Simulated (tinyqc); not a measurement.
Vacuum evaporation: vapour pressure, source flux, thickness distribution, purity and step coverage: one step, computed by the program tinyqc.

Molecular flow, unit sticking of the metal, no re-evaporation. The background gas is taken as water vapour (18.015 g/mol, collision diameter 0.37 nm) at 300 K.

Task: Scattering and purity. Mean free path lambda = k_B T_g/(sqrt2 pi d^2 p); unscattered share exp(-h/lambda); gas arrival p/sqrt(2 pi m_g k_B T_g); impurity ratio = sticking x gas arrival/metal arrival; monolayer time = 1e15 cm^-2/(sticking x gas arrival).

Inputs (values chosen for the exercise, modelled on copper, with constants for the liquid): source temperature T = 1580 K; source-to-wafer distance h = 52 cm; background pressure p = 1e-06 Pa; sticking of background gas = 0.7.

arrival rate at the centre = 1.973248e+15 1/(cm^2 s)

Constants: k_B = 1.380649e-23 J/K; u = 1.6605390666e-27 kg.

Give: mean free path; unscattered share; gas arrival rate; impurity ratio; monolayer time.

Result:

mean free path = 6809.8 m

unscattered share = 0.99992

gas arrival rate = 3.5840e+12 1/(cm^2 s)

impurity ratio = 0.0012714

monolayer time = 398.60 s
